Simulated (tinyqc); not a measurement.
Inside a calculation. Model: hot carriers by balance equations with a heated Maxwellian. Computed by tinyqc, a small Python program that keeps every step. Command: `OMP_NUM_THREADS=1 python tinyqc.py 3018532 3018533 out.jsonl hot walk`. One thread of a shared host (Intel(R) Xeon(R) Processor @ 2.30GHz), about 0.02 s of CPU time with the checks. Intermediate numbers are printed to about 7 digits and carried at full precision; extremes and crossings named in words are read from the listed rows.

The carriers follow a Maxwellian at an electron temperature T_e, slightly displaced; the drift energy is neglected against k_B T_e. The balance averages the rate, not the time, so mu_0 lies below the relaxation-time value.

Inputs (values chosen for the exercise, modelled on electrons in silicon):
```
quantity,value,unit
effective mass m,0.322,m_0
density rho,2329,kg/m^3
sound velocity v_l,8960,m/s
acoustic deformation potential D_A,9.2,eV
phonon energy hbar w,62.7,meV
optical or intervalley deformation potential D_o,5.7,1e8 eV/cm
final valleys Z_f,5,-
lattice temperature T,350,K
electric field F,0.63,kV/cm
mixing,0.3,-
iteration cap,300,-
```

Band: parabolic. Solver: damped fixed point.

Constants: k_B = 8.617333262e-05 eV/K; k_B = 1.380649e-23 J/K; e = 1.602176634e-19 C; hbar = 1.054571817e-34 J s; m_0 = 9.1093837015e-31 kg; hbar = 6.582119569e-16 eV s.

## Equilibrium values

Parabolic band: E = hbar^2 k^2/(2 m), speed v = hbar k/m, states per spin, volume and energy g(E) = m k/(2 pi^2 hbar^2). Masses are multiplied by m_0 and all formulas are in SI units. Phonon occupation N_q = 1/(exp(hbar w/(k_B T)) - 1). Acoustic deformation potential (elastic, equipartition, absorption and emission together): 1/tau = 2 pi k_B T D_A^2 g(E)/(hbar rho v_l^2). Optical or intervalley deformation potential: 1/tau = (pi Z_f D_o^2/(rho w)) [N_q g(E + hbar w) + (N_q + 1) g(E - hbar w)], with g = 0 below the band edge. Averages over the Maxwellian, <y> = int y x^(1/2) exp(-x) dx / int x^(1/2) exp(-x) dx with x = E/(k_B T_e), split at x_0 = hbar w/(k_B T_e): 64 Gauss-Legendre points in sqrt(x) below it and 128 in sqrt(x - x_0) above it, up to x = 32. Momentum balance: mu(T_e) = e/(m nu), nu = <x (sum of rates)>/<x>. Power lost per carrier: P(T_e) = hbar w <emission rate - absorption rate> + <(2 m v_l^2/(k_B T)) (E - 2 k_B T) acoustic rate>. Energy relaxation time at weak heating: tau_E = (3/2) k_B / (dP/dT_e), the derivative by a central difference of +/- 0.5 K at T_e = T.

low-field mobility mu_0 = 750.9225 cm^2/(V s)

energy relaxation time tau_E = 0.3228156 ps

tau_E is 2.35 times the momentum relaxation time m mu_0/e: energy is lost more slowly than direction, which is why carriers heat.

## Balance functions

The field that sustains T_e follows from e mu F^2 = P.

Against the electron temperature:
```
T_e (K),mu (cm^2/(V s)),P optical (1e9 eV/s),P acoustic (1e9 eV/s),F (kV/cm),drift velocity (1e7 cm/s)
385,688.4519,14.1418,1.570282e-01,4.55736,0.313752
455,594.4925,43.3854,5.121229e-01,8.59304,0.510850
560,500.9852,87.3877,1.136299e+00,13.29285,0.665952
700,422.6977,143.4234,2.117368e+00,18.55570,0.784345
1050,320.3328,265.4646,5.186470e+00,29.06726,0.931120
1750,235.0771,451.6138,1.339141e+01,44.47580,1.045524
2800,180.8646,655.2502,2.964315e+01,61.53677,1.112982
4200,145.6366,861.0637,5.705117e+01,79.39868,1.156335
```

Optical phonons take 99 % of the power in the first row and 94 % in the last. The velocity grows as F^0.77 at first and as F^0.15 at the end, so it levels off; if optical phonons alone set both balances the limit at high T_e would be sqrt(3 hbar w tanh(hbar w/2 k_B T)/(4 m)) = 1.41 in the same unit. Rows above 1400 K (k_B T_e > 0.12 eV) stretch the parabolic band.

## First iteration

Fixed point: T_out = T + (T_e - T) e mu(T_e) F^2/P(T_e), T_new = T_e + mixing (T_out - T_e). Start at T_e = 1.5 T.

mu at the start = 527.6278 cm^2/(V s)

P at the start = 7.375018e+10 eV/s

new T_e = 472.6491 K

## The whole iteration

Start at T_e = 1.5 T; stop when T_e moves by less than 1e-6 K or exceeds 1e6 K.

Course of the iteration:
```
iteration,T_e (K),mu (cm^2/(V s)),step (K)
1,525.0000,527.6278,5.235092e+01
2,472.6491,575.5829,3.663131e+01
3,436.0178,616.7143,2.562890e+01
4,410.3889,650.3147,1.792912e+01
5,392.4597,676.6883,1.254137e+01
6,379.9184,696.7531,8.771931e+00
7,371.1464,711.6626,6.135031e+00
...,...,...,...
45,350.7425,749.4581,7.663143e-06
46,350.7425,749.4581,5.358569e-06
47,350.7425,749.4581,3.747060e-06
48,350.7425,749.4581,2.620188e-06
49,350.7425,749.4581,1.832206e-06
50,350.7425,749.4581,1.281198e-06
51,350.7425,749.4581,8.958970e-07
```

electron temperature T_e = 350.7425 K

Converged in 51 iterations.

## Drift velocity

v = mu(T_e) F; warm-carrier coefficient (mu/mu_0 - 1)/F^2.

mobility mu(T_e) = 749.4581 cm^2/(V s)

drift velocity = 0.04721586 1e7 cm/s

mu/mu_0 = 0.9980499

(mu/mu_0 - 1)/F^2 = -0.004913411 cm^2/kV^2

T_e/T = 1.00; the simple estimate T + (2/3) e mu_0 F^2 tau_E/k_B would give 351 K, close to the result. Caution: the drift energy m v^2/2 is not small against the heating (3/2) k_B (T_e - T), so T_e - T is rough.

Checks made by the program: detailed balance, P(T_e = T) = 0, on the scale of P at 1.1 T (relative difference below 1e-10).
